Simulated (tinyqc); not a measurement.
Pariser-Parr-Pople SCF with singles CI, for the molecule Fc1cccc2ccoc12 (SMILES; centres numbered as the heavy atoms are written), step by step. One step of it, computed by the program tinyqc.

Task: Iteration 1: orbitals and new P. Diagonalise F (the basis is taken as orthonormal) and form P = 2 sum c c over the lowest orbitals; 0.3 of the old P is kept.

F (eV), order 1F, 2C, 3C, 4C, 5C, 6C, 7C, 8C, 9O, 10C:
```
[[-21.390649, -4.235359, 0.698359, 0.150309, -0.416163, 0.209842, 0.047000, -0.213655, 0.126817, 0.467259],
 [-4.235359, -4.567987, -3.977927, 0.052874, 0.441681, -0.094094, -0.036494, 0.148823, 0.111398, -3.694825],
 [0.698359, -3.977927, -3.088714, -4.146337, 0.433742, 0.303605, -0.205829, -0.045672, 0.267298, -0.082006],
 [0.150309, 0.052874, -4.146337, -2.161948, -4.359653, 0.139536, 0.225046, -0.127628, -0.172353, 0.391601],
 [-0.416163, 0.441681, 0.433742, -4.359653, -2.058082, -3.790079, 0.231291, 0.129732, -0.119240, 0.064589],
 [0.209842, -0.094094, 0.303605, 0.139536, -3.790079, -2.523670, -3.980813, 0.332461, 0.517629, -3.892093],
 [0.047000, -0.036494, -0.205829, 0.225046, 0.231291, -3.980813, -2.852794, -4.242769, 0.683799, 0.360769],
 [-0.213655, 0.148823, -0.045672, -0.127628, 0.129732, 0.332461, -4.242769, -4.639049, -4.159489, 0.422980],
 [0.126817, 0.111398, 0.267298, -0.172353, -0.119240, 0.517629, 0.683799, -4.159489, -19.273586, -3.843051],
 [0.467259, -3.694825, -0.082006, 0.391601, 0.064589, -3.892093, 0.360769, 0.422980, -3.843051, -4.861859]]
```

pi electrons, sum of z_r less the charge = 12

P at the start, order 1F, 2C, 3C, 4C, 5C, 6C, 7C, 8C, 9O, 10C:
```
[[1.575425, 0.621133, -0.314632, -0.094423, 0.290105, -0.131836, -0.035923, 0.154249, -0.064990, -0.210531],
 [0.621133, 1.010047, 0.567043, -0.026405, -0.243585, 0.046994, 0.024130, -0.099566, -0.052733, 0.465874],
 [-0.314632, 0.567043, 1.234936, 0.627132, -0.216626, -0.167472, 0.152970, 0.036815, -0.171969, 0.040958],
 [-0.094423, -0.026405, 0.627132, 1.044715, 0.703244, -0.069691, -0.154787, 0.102873, 0.120418, -0.215966],
 [0.290105, -0.243585, -0.216626, 0.703244, 1.191650, 0.499963, -0.119788, -0.086803, 0.073544, -0.032256],
 [-0.131836, 0.046994, -0.167472, -0.069691, 0.499963, 1.109297, 0.567947, -0.158656, -0.224034, 0.536350],
 [-0.035923, 0.024130, 0.152970, -0.154787, -0.119788, 0.567947, 1.242603, 0.661631, -0.295972, -0.172174],
 [0.154249, -0.099566, 0.036815, 0.102873, -0.086803, -0.158656, 0.661631, 1.143677, 0.650004, -0.201855],
 [-0.064990, -0.052733, -0.171969, 0.120418, 0.073544, -0.224034, -0.295972, 0.650004, 1.281905, 0.551132],
 [-0.210531, 0.465874, 0.040958, -0.215966, -0.032256, 0.536350, -0.172174, -0.201855, 0.551132, 1.165745]]
```

Give: orbital energies; P after iteration 1.

Result:

orbital energies (eV): [-22.4162, -21.2176, -10.6783, -8.9051, -7.6198, -6.6925, 0.0375, 1.1966, 3.2652, 5.6119]

P after iteration 1, order 1F, 2C, 3C, 4C, 5C, 6C, 7C, 8C, 9O, 10C:
```
[[1.8379, 0.3375, -0.2035, -0.0377, 0.1608, -0.0502, -0.0219, 0.0599, -0.0101, -0.1448],
 [0.3375, 1.0322, 0.6537, -0.0093, -0.3191, -0.0026, 0.0297, -0.0349, -0.0811, 0.5482],
 [-0.2035, 0.6537, 1.0857, 0.6255, -0.0638, -0.2358, 0.0487, 0.1358, -0.0983, -0.0114],
 [-0.0377, -0.0093, 0.6255, 1.0052, 0.7109, 0.0055, -0.1187, 0.0218, 0.0892, -0.2645],
 [0.1608, -0.3191, -0.0638, 0.7109, 1.0381, 0.5418, -0.0343, -0.1632, 0.0606, -0.0103],
 [-0.0502, -0.0026, -0.2358, 0.0055, 0.5418, 1.0187, 0.5012, -0.0490, -0.1632, 0.5876],
 [-0.0219, 0.0297, 0.0487, -0.1187, -0.0343, 0.5012, 1.0556, 0.7937, -0.2307, -0.0526],
 [0.0599, -0.0349, 0.1358, 0.0218, -0.1632, -0.0490, 0.7937, 1.1086, 0.3996, -0.2949],
 [-0.0101, -0.0811, -0.0983, 0.0892, 0.0606, -0.1632, -0.2307, 0.3996, 1.6962, 0.3493],
 [-0.1448, 0.5482, -0.0114, -0.2645, -0.0103, 0.5876, -0.0526, -0.2949, 0.3493, 1.1218]]
```
